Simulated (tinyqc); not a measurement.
X-ray photoelectron analysis of a thin oxide on a semiconductor: attenuation lengths, thickness, angle series and band offsets: one step, computed by the program tinyqc.

The same element is seen in the oxide and in the substrate, at nearly the same kinetic energy; films are flat and uniform, and the work function is ignored.

Task: Peak ratio. R_0 = (rho_o/M_o) L_o/((rho_s/M_s) L_s); peak ratio R = I_ox/I_sub = R_0 [exp(d/(L_o cos theta)) - 1]; hence d = L_o cos theta ln(1 + R/R_0). A carbon layer weakens both peaks alike, by exp(-d_C/(L_o cos theta)) if its L is taken equal to L_o. This R_0 leaves out intrinsic losses from the substrate peak, so calibrated values can be larger.

Inputs (values chosen for the exercise, modelled on SiO2 on silicon):
```
quantity                        value     unit
oxide density                    2.26   g/cm^3
oxide formula mass              60.08    g/mol
substrate density                2.33   g/cm^3
substrate formula mass          28.09    g/mol
oxide thickness d                 2.1       nm
emission angle from the normal      0  degrees
carbon overlayer                  0.5       nm
```

L in the oxide = 1.751788 nm

L in the substrate = 1.379299 nm

Give: R_0; d/(L_o cos theta); ratio R; oxide share of the counts; attenuation by carbon; depth 3 L_o cos theta.

Result:

R_0 = 0.5760

d/(L_o cos theta) = 1.199

ratio R = 1.334

oxide share of the counts = 0.5715

attenuation by carbon = 0.7517

depth 3 L_o cos theta = 5.255 nm
